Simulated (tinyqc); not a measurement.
## Trap density from the barrier height

Inverse problem. In a partly depleted grain with all boundary traps filled, 2 N W = Qt and VB = q N W^2/(2 eps0 eps_r). Find Qt, W and the doping at which VB would equal Vt.

Parameters, values chosen for the exercise:
- T = 300 K (temperature)
- eps_r = 11.7 (relative permittivity)

Constants: q = 1.602176634e-19 C, kB = 1.380649e-23 J/K, Vt = kB T/q, eps0 = 8.8541878128e-14 F/cm where lengths are in cm. Results are converted to the units shown.

doping = 2.4e18 cm^-3
barrier height = 0.11027524 V

Solution. Eliminating W gives VB = q Qt^2/(8 eps0 eps_r N), which falls as 1/N.

Qt = 3.700e12 cm^-2
W = 7.708 nm
doping for VB = Vt = 1.024e19 cm^-3

Program tinyqc, `OMP_NUM_THREADS=1 python tinyqc.py 2830149 2830150 out.jsonl`; Intel Xeon 2.30GHz, shared host, one thread, about 0.01 s.
